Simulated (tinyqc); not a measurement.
Keating valence-force model of a tetrahedral crystal. From one set of inputs to another, one input at a time. Computed by tinyqc, a small Python program. Command: `OMP_NUM_THREADS=1 python tinyqc.py 3021066 3021067 out.jsonl keating ladder`. One thread of a shared host (Intel(R) Xeon(R) Processor @ 2.30GHz), about 0.08 s of CPU time with the checks.

Atom A sits at 0 and atom B at a/4 (1,1,1) of an fcc lattice; the four bonds from A are t = a/4 (1,1,1), a/4 (1,-1,-1), a/4 (-1,1,-1), a/4 (-1,-1,1), of length d = sqrt(3) a/4. Energy: E = (3 alpha/(8 d^2)) sum over bonds (r.r - d^2)^2 + (3 beta/(8 d^2)) sum over pairs of bonds at one atom (r_i.r_j + d^2/3)^2, with beta_A for the six pairs at A and beta_B for the six at B. The cell holds two atoms, Omega = a^3/4. 1 N/m = 1 J/m^2.

The inputs printed are set A. Inputs not listed in the table keep their values of set A, so the rows need not describe a real material.

Inputs (values chosen for the exercise, for a model crystal): lattice constant a = 6.082 angstrom; mass M_A = 18.7 u; mass M_B = 48 u; bond stretching alpha = 36.4 N/m; bond bending beta_A = 12.7 N/m; bond bending beta_B = 12.7 N/m; Born charge Z* = 1.18 e; eps_inf = 13.8.

Structure: zinc blende.

Constants: nu for 1 eV/(angstrom^2 u) = 15.6333042 THz; 1 eV/angstrom^2 = 16.02176634 J/m^2; 1 THz = 33.35640952 1/cm; e^2/(4 pi eps_0) = 14.39964548 eV angstrom.

Method:
- beta = (beta_A + beta_B)/2; mu = M_A M_B/(M_A + M_B); lambda = 4 (alpha + beta)/mu with the springs in eV/angstrom^2; nu = 15.6333042 THz x sqrt(lambda).
- The long-range field adds 4 pi Z*^2 (e^2/(4 pi eps_0))/(eps_inf Omega mu) to lambda for the longitudinal mode at q -> 0; lambda = (nu/15.6333042 THz)^2; eps_0 = eps_inf (nu_LO/nu_TO)^2 (Lyddane-Sachs-Teller; here eps_0 is the static dielectric constant).
- With displacements u exp(i q.r), each bracket changes by g.u, where g = (g_A, g_B): bond t, g = (-2 t, 2 t exp(i q.t)); pair (i, j) at A, g = (-(t_i + t_j), t_i exp(i q.t_j) + t_j exp(i q.t_i)); pair at B, g = (-t_i exp(-i q.t_j) - t_j exp(-i q.t_i), t_i + t_j). Then D_mn = sum over the 4 bonds and 12 pairs of (4 k/a^2) conj(g_m) g_n / sqrt(M_m M_n), with k = alpha or beta converted to eV/angstrom^2. Only the short-range forces enter; the Coulomb field of the charges is left out.
- An eigenvalue lambda of D in eV/(angstrom^2 u) gives nu = 15.6333042 THz x sqrt(lambda).
- Take the lowest frequency at X = (1, 0, 0) 2 pi/a, the transverse acoustic (TA) mode.

Each row keeps all changes above it:
```
input moved                     from      to  nu_TO at G (THz)  static dielectric constant  TA frequency at X (THz)
set A                              -       -             14.92                       14.17                    6.527
mass M_A (u)                    18.7  112.41              9.44                       14.17                    4.235
bond bending beta_A (N/m)       12.7    2.38              8.93                       14.21                    3.321
mass M_B (u)                      48   127.6              6.70                       14.21                    2.768
Born charge Z* (e)              1.18    2.26              6.70                       15.30                    2.768
lattice constant a (angstrom)  6.082    6.48              6.70                       15.04                    2.768
bond stretching alpha (N/m)     36.4    28.3              6.05                       15.32                    2.767
eps_inf                         13.8    7.21              6.05                        8.73                    2.767
```

nu_TO at G goes from 14.9 to 6.05, a factor 0.405 in all. The largest single move comes from mass M_A (a factor 0.633). Static dielectric constant goes from 14.2 to 8.73, a factor 0.616 in all. The largest single move comes from eps_inf (a factor 0.570), and Born charge Z* works against it (a factor 1.08). TA frequency at X goes from 6.53 to 2.77, a factor 0.424 in all. The largest single move comes from mass M_A (a factor 0.649). The single moves hold for this order of the switches; the total does not depend on the order.

Extremes, crossings and ranges named in words are read from the listed rows.
